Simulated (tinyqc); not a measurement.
## Charge imbalance from the loss of breakdown voltage

Question. In a superjunction of pillar doping N and length Lp an imbalance dl lowers BV by q |dl| N Lp^2/(4 eps0 eps_r), as long as the field reaches through the pillar. Find |dl| and the net dose error |dl| N wp.

Inputs (values chosen for the exercise):
- eps_r = 11.7 (relative permittivity of the semiconductor)
- wp = 5 um (width of each pillar)

Constants: q = 1.602176634e-19 C, eps0 = 8.8541878128e-14 F/cm where lengths are in cm. Results are converted to the units shown.

BV balanced and BV measured (V): 800  523.06717
N = 5.8502819e15 cm^-3
Lp = 44.082950 um

Answer. The loss is linear in |dl|; its sign cannot be told from BV.

|dl| = 6.300 %
dose error = 1.843e11 cm^-2

Numbers from tinyqc (`OMP_NUM_THREADS=1 python tinyqc.py 2590107 2590108 out.jsonl`; about 0.01 s on one thread of a shared Intel Xeon 2.30GHz).
